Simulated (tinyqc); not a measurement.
Elastic strain and critical thickness of a cubic alloy layer A(1-x)B(x) on a thick substrate: one step, computed by the program tinyqc.

Strain is positive in tension. The layer is coherent with the substrate unless said otherwise.

Task: Wafer curvature of the coherent layer. Stoney: curvature = 6 |stress| h/(M_S t_S^2); radius = 1/curvature; bow = curvature W^2/8.

Inputs (values chosen for the exercise, for a model alloy):

| quantity | value | unit |
|---|---|---|
| layer thickness h | 20 | nm |
| biaxial modulus of the substrate M_S | 129 | GPa |
| substrate thickness t_S | 775 | micrometre |
| wafer diameter W | 200 | mm |

in-plane stress = -1.767396 GPa

Give: curvature; radius of curvature; bow.

Result:

curvature = 0.002737 1/m

radius of curvature = 365.3 m

bow = 13.69 micrometre

Caution: M_S is near the value for a (001) wafer; a (111) wafer is stiffer and bends less. Caution: the curvature assumes a coherent layer, but h exceeds h_c.
